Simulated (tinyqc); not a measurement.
# Undoped gate-all-around wire MOSFET, analytic charge model: effect of the temperature

An undoped round wire of radius R under an insulator shell and a surrounding gate; long channel, electrons only, n = ni exp((psi - V)/Vt) with V the quasi-Fermi potential (0 at the source, Vd at the drain), constant mobility, no quantisation. The radial Poisson equation gives n(r) = n(0)/(1 - (1 - b) r^2/R^2)^2 with b = Q0/(Q + Q0). Q is the electron charge per area of the wire surface.

Nc and Nv are given at 350 K and scale as (T/350 K)^1.5; Eg and mu are held fixed. ni = sqrt(Nc Nv) exp(-Eg/(2 Vt)), Eg in volts; Cox = eps0 eox/(R ln(1 + tox/R)); Q0 = 4 eps0 eps_r Vt/R; V0 = dphi + Vt ln[8 eps0 eps_r Vt/(q ni R^2)]. Q solves Vg - V0 - V = Q/Cox + Vt ln(Q/Q0) + Vt ln(1 + Q/Q0). I = mu (2 pi R/L)[2 Vt (Qs - Qd) + (Qs^2 - Qd^2)/(2 Cox) + Vt Q0 ln((Qd + Q0)/(Qs + Q0))], with Qs at V = 0 and Qd at V = Vd.  I(low) is taken at Vg = 0.26 V, Qs and I(high) at Vg = 1.01 V.

Parameters, values chosen for the exercise; material values close to those of silicon:
- Eg = 1.11 eV (band gap)
- eps_r = 11.8 (relative permittivity of the semiconductor)
- Nc = 3.5e19 cm^-3 (conduction-band density of states at the reference temperature)
- Nv = 3.35e19 cm^-3 (valence-band density of states at the reference temperature)
- eox = 7.62 (relative permittivity of the gate insulator)
- tox = 3.9 nm (insulator thickness)
- R = 15 nm (wire radius)
- dphi = 0.07 V (gate work function less that of the intrinsic body)
- mu = 510 cm^2/(V s) (channel mobility)
- L = 0.1 um (gate length)
- Vd = 0.3 V (drain voltage)

Constants: q = 1.602176634e-19 C, kB = 1.380649e-23 J/K, Vt = kB T/q, eps0 = 8.8541878128e-14 F/cm where lengths are in cm. Results are converted to the units shown.

Result of one run:

| V0 (V) | I(low) (nA) | Qs(high) (nC/cm^2) | I(high) (uA) |
|---|---|---|---|
| 0.54480 | 0.0011277 | 696.37 | 64.078 |

Which temperature T gave this result: 220, 250, 370 or 400 K?

T = 250 K.

The whole series:

| T (K) | V0 (V) | I(low) (nA) | Qs(high) (nC/cm^2) | I(high) (uA) |
|---|---|---|---|---|
| 220 | 0.55563 | 8.1292e-5 | 691.76 | 62.911 |
| 250 | 0.54480 | 0.0011277 | 696.37 | 64.078 |
| 280 | 0.53381 | 0.0091964 | 702.14 | 65.370 |
| 310 | 0.52267 | 0.051272 | 708.89 | 66.764 |
| 340 | 0.51142 | 0.21561 | 716.47 | 68.246 |
| 370 | 0.50005 | 0.73106 | 724.78 | 69.801 |
| 400 | 0.48857 | 2.0942 | 733.73 | 71.420 |
| 430 | 0.47700 | 5.2423 | 743.24 | 73.094 |

As T goes from 220 to 430 K, I(low) rises from 8.13e-5 to 5.24 nA and I(high) rises from 62.9 to 73.1 uA. V0 falls from 0.556 to 0.477 V. In every row the surface density at the source at the higher gate voltage passes 0.3 Nc, where Boltzmann statistics fail. In every row mu V/L at the higher gate voltage, with V the smaller of Vd and Vg - V0, passes 3e6 cm/s, so velocity saturation would lower the current. In every row the mobility is held fixed, though a real one changes with T.

Computed by the program tinyqc: `OMP_NUM_THREADS=1 python tinyqc.py 2460173 2460174 out.jsonl`, one thread of a shared Intel Xeon 2.30GHz, about 0.03 s for the whole run.
